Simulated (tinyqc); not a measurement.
What moves the results: Boltzmann transport in a parabolic band with a power-law relaxation time. A value that a table varies takes the place of the one given here.

F_j(eta) = (1/Gamma(j + 1)) integral_0^infinity x^j dx/(1 + exp(x - eta)), which tends to exp(eta) for eta << 0.

n = N F_1/2(eta) with N = 2 (m kB T/(4 pi c))^(3/2) with c = hbar^2/2m0, in 1/angstrom^3; times 1e24 for 1/cm^3, m = md.

tau = tau0 x^r with x = E/kT. With K_j = Gamma(j + 1) F_j(eta): <tau> = tau0 (r + 3/2) K_(r+1/2)/((3/2) K_(1/2)); mu = <tau>/(mc m0/e), m0/e = 5.685630e-12 kg/C; Hall factor rH = (3/2) K_(1/2) (2r + 3/2) K_(2r+1/2)/((r + 3/2) K_(r+1/2))^2; Seebeck S = -(kB/e) [(r + 5/2) K_(r+3/2)/((r + 3/2) K_(r+1/2)) - eta]; Lorenz number L = (kB/e)^2 [(r + 7/2) K_(r+5/2)/((r + 3/2) K_(r+1/2)) - ((r + 5/2) K_(r+3/2)/((r + 3/2) K_(r+1/2)))^2]; kB/e in V/K. Valley anisotropy is left out of rH.

Constants: hbar^2/2m0 = 3.80998211 eV angstrom^2; kB = 8.617333262e-05 eV/K.

Values chosen for the exercise (masses near those of Si; tau0 is set for a mobility of the usual size at this n, kL is a free input; freeze-out and phonon drag, which matter near 77 K, are left out; the results hold for these values, not for the real material):
```
symbol  value    unit     meaning
md      1.061    m0       density-of-states mass
mc      0.2593   m0       conductivity mass
tau0    60       fs       tau at E = kT
r       -0.5              exponent of tau
T       77       K
kL      9.3      W/(m K)  lattice thermal conductivity
ta      75       fs       acoustic tau at E = kT and 300 K
ti      96       fs       impurity tau at E = kT and 300 K
n       2.6e+19  1/cm^3   electron density
```

## Doping: the thermoelectric optimum

tau0 is held fixed. sigma = e n mu with e = 1.602176634e-19 C; ZT = S^2 sigma T/(kL + L sigma T).

Results:
```
n (1/cm^3)    eta  mu (cm^2/(V s))  sigma (S/cm)     rH  S (microvolt/K)  L (1e-8)  S^2 sigma (mW/(m K^2))       ZT
4.0e+16     -4.49              306          1.96  1.177             -559     1.487                  0.0613  0.00051
1.0e+17     -3.56              305          4.89  1.176             -481     1.490                   0.113  0.00093
4.0e+17     -2.15              301          19.3  1.170             -362     1.506                   0.253   0.0021
1.0e+18     -1.17              294          47.2  1.160             -285     1.535                   0.384   0.0032
2.0e+18     -0.38              284          91.0  1.145             -229     1.581                   0.477   0.0039
4.0e+18      0.51              267           171  1.120             -175     1.664                   0.526   0.0043
9.0e+18      1.79              236           340  1.082             -119     1.828                   0.484   0.0040
2.0e+19      3.57              197           630  1.045              -75     2.051                   0.355   0.0029
4.0e+19      5.92              162      1.04e+03  1.021              -48     2.237                   0.234   0.0019
9.0e+19     10.32              125      1.81e+03  1.008              -27     2.368                   0.136   0.0011
```

|S| falls by 197 microvolt/K from the first to the third row (198 a decade in the non-degenerate range; holes, which count near the intrinsic density, and non-parabolicity are left out). The power factor peaks at 4e+18 1/cm^3 of those listed (eta = 0.51, S = -175); ZT is largest at 4e+18 1/cm^3 (eta = 0.51). mu changes by a factor 0.41 over the table and rH goes from 1.177 to 1.008. A real tau0 would fall with doping.

## The scattering mechanism

eta = 4.34810

Same eta for each exponent.

Results:
```
r                                     mechanism  <tau>/tau0     rH  S (microvolt/K)  L (1e-8 W ohm/K^2)
-0.5                           acoustic phonons       0.450  1.034            -63.4               2.127
0.0                  a constant relaxation time       1.000  1.000            -88.1               2.195
0.5   polar optical or piezoelectric scattering       2.287  1.026           -111.9               2.304
1.5                          ionised impurities      12.918  1.234           -159.3               2.618
```

From r = -1/2 to 3/2 |S| grows by 95.9 microvolt/K, against 2 kB/e = 172.3 in the non-degenerate limit: scattering that favours fast electrons raises the mean energy carried. rH is 1 only for constant tau and reaches 1.234 for r = 3/2; L spans 2.127 to 2.618 against the metallic 2.443.

## Mobility against temperature (two scattering mechanisms together, and the Matthiessen rule)

Non-degenerate electrons. 1/tau(x) = x^(1/2)/tA + 1/(tI x^(3/2)), x = E/kT, with tA = ta (T/300)^(-3/2) and tI = ti (T/300)^(3/2) (the screening logarithm is held fixed). <tau> = integral x^(3/2) tau exp(-x) dx/Gamma(5/2); mu = <tau>/(mc m0/e), m0/e = 5.685630e-12 kg/C. Matthiessen: 1/mu = 1/muA + 1/muI with <tau>A = tA Gamma(2)/Gamma(5/2), <tau>I = tI Gamma(4)/Gamma(5/2).

rH = <tau^2>/<tau>^2. ta and ti are inputs of their own, not tied to tau0.

Mobilities (cm^2/(V s)):
```
T (K)  acoustic  impurity  Matthiessen  exact     rH  Matthiessen/exact
40     7.86e+03       143          141    135  1.791              1.038
60     4.28e+03       263          248    223  1.610              1.109
80     2.78e+03       405          353    294  1.444              1.201
120    1.51e+03       744          499    366  1.227              1.363
160         983  1.14e+03          529    372  1.119              1.423
220         609  1.85e+03          458    332  1.052              1.381
300         383  2.94e+03          339    265  1.030              1.276
400         249  4.52e+03          236    200  1.036              1.180
550         154  7.30e+03          151    137  1.059              1.102
```

The exact mobility peaks at 160 K of those listed. The two mechanisms are equal between 120 and 160 K. The rule overestimates everywhere, most at 160 K (by 42 %), since impurities stop the slow electrons and phonons the fast ones. rH runs between 1.030 and 1.791; the pure limits are 1.178 and 1.933, and the mixture dips below both, since the opposite energy slopes of the two rates leave tau nearly constant. Optical and intervalley phonons, left out, lower real mobilities above about 150 K.

## What moves the coefficients

sigma = e n mu with e = 1.602176634e-19 C; ZT = S^2 sigma T/(kL + L sigma T). Each row changes one parameter from the base and keeps the others.

Results:
```
case                mu (cm^2/(V s))  sigma (S/cm)  S (microvolt/K)       ZT
base                          183.1         762.8            -63.4  0.00250
md = 1.379 m0                 203.3         846.9            -81.4  0.00458
mc = 0.3371 m0                140.9         586.8            -63.4  0.00193
n = 5.2e+19 1/cm^3            149.0          1242            -39.8  0.00159
tau0 = 90 fs                  274.7          1144            -63.4  0.00373
kL = 4.65 W/(m K)             183.1         762.8            -63.4  0.00494
T = 127 K                     221.2         921.4           -100.6   0.0124
```

The largest shifts from the base row, up to three for each result and ties (the steps differ in size, so this ranks the rows, not the parameters). mu (cm^2/(V s)): tau0 +91.6, mc -42.3, T +38.1; unchanged at the printed digits by kL. sigma (S/cm): n +479, tau0 +381, mc -176; unchanged at the printed digits by kL. S (microvolt/K): T -37.2, n +23.6, md -18.0; unchanged at the printed digits by mc, tau0 and kL. ZT: T +0.00994, kL +0.00244, md +0.00208. The row for T keeps tau0 fixed; for phonon scattering tau0 itself falls as T rises.

Computed by tinyqc, a small Python program: `OMP_NUM_THREADS=1 python tinyqc.py 1650602 1650603 out.jsonl` (the numbers bound the seed that draws the inputs); one thread of a shared host (Intel(R) Xeon(R) Processor @ 2.30GHz), about 0.02 s for the whole set of steps.
